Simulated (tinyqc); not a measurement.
## Circuit elements from the admittance matrix

Inverse problem. Y belongs to a common-source circuit with y11 = i w (Cgs + Cgd), y12 = -i w Cgd, y21 = gm - i w Cgd, y22 = gds + i w (Cgd + Cd) and a resistance Rg in series with the gate; w = 2 pi f. Find Rg, Cgs + Cgd, Cgd, gm, gds and Cd.

Inputs (values chosen for the exercise): signal frequency f = 1 GHz.

Y with Rg (mS):
```
,1,2
1,0.0000612444+0.0520983475i,-0.0000151417-0.0128805121i
2,0.3186871285-0.0132551638i,0.0117958527+0.0255395230i
```

Solution. 1/Y11 = Rg + 1/(i w (Cgs + Cgd)) gives Rg; removing it from Z11 returns the inner y, whose parts are read off.

Rg = 22.6 ohm
Cgs + Cgd = 8.29 fF
Cgd = 2.05 fF
gm = 0.319 mS
gds = 0.0118 mS
Cd = 2.00 fF

Computed by the program tinyqc: `OMP_NUM_THREADS=1 python tinyqc.py 2150146 2150147 out.jsonl`, one thread of a shared Intel Xeon 2.30GHz, about 0.01 s for the whole run.
